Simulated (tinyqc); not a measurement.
Worked calculation: Hubbard ring of 3 sites. Computed by tinyqc, a small Python program that keeps every step. Settings: hopping = 1.18, U = 1.1, mixing = 1, iteration cap = 87. Command: `OMP_NUM_THREADS=1 python tinyqc.py 30848 30849 out.jsonl` (the two numbers bound the seeds that draw the settings). One thread of a shared host (Intel(R) Xeon(R) Processor @ 2.60GHz), about 0.2 s of CPU time with the checks.

one-body matrix (hopping and site energies) (eV), lower triangle:
```
           1          2          3
1   0.110000
2  -1.180000  -0.010000
3  -1.180000  -1.180000  -0.560000
```

U = 1.100000 eV

electrons, up and down: 2  2

n(up) at the start (a guess, not normalised): 1 0.667000, 2 0.667000, 3 0.667000

n(down) at the start (a guess): 1 0.667000, 2 0.667000, 3 0.667000

Each step fills the lowest levels of T + U n(other spin) and sets n(new) = n + mixing (n(out) - n); stop when output and input agree to 1e-8.

Course of the cycle:

| iteration | E (eV) | largest \|n(out) - n(in)\| | mean \|n_up - n_down\| |
|---|---|---|---|
| 1 | -1.73220449 | 3.28e-01 | 0.000000 |
| 2 | -1.64552695 | 2.30e-01 | 0.000000 |
| 3 | -1.49572909 | 5.24e-01 | 0.000000 |
| 4 | -1.42069019 | 6.34e-01 | 0.000000 |
| 5 | -1.46350949 | 6.39e-01 | 0.000000 |
| 6 | -1.39052412 | 6.44e-01 | 0.000000 |
| 7 | -1.46336880 | 6.40e-01 | 0.000000 |
| 8 | -1.38551013 | 6.40e-01 | 0.000000 |
| 9 | -1.46382572 | 6.38e-01 | 0.000000 |
| 10 | -1.38436100 | 6.38e-01 | 0.000000 |
| 11 | -1.46396982 | 6.38e-01 | 0.000000 |
| ... | ... | ... | ... |
| 77 | -1.46402196 | 6.38e-01 | 0.000000 |
| 78 | -1.38397335 | 6.38e-01 | 0.000000 |
| 79 | -1.46402196 | 6.38e-01 | 0.000000 |
| 80 | -1.38397335 | 6.38e-01 | 0.000000 |
| 81 | -1.46402196 | 6.38e-01 | 0.000000 |
| 82 | -1.38397335 | 6.38e-01 | 0.000000 |
| 83 | -1.46402196 | 6.38e-01 | 0.000000 |
| 84 | -1.38397335 | 6.38e-01 | 0.000000 |
| 85 | -1.46402196 | 6.38e-01 | 0.000000 |
| 86 | -1.38397335 | 6.38e-01 | 0.000000 |
| 87 | -1.46402196 | 6.38e-01 | 0.000000 |

Can the last value be used, and what does the course show?

Not by the stop rule. Not converged within 87 iterations: the residual has stopped falling: the iteration swings between two states. The lowest mean-field energy found from random starts is -1.84781 eV. Reruns (cap 100 unless said): mixing 0.2: converged in 78 to a higher stationary point (E = -1.73589); mixing 0.5: not converged; mixing 0.9: not converged; the original settings with a cap of 400: not converged.
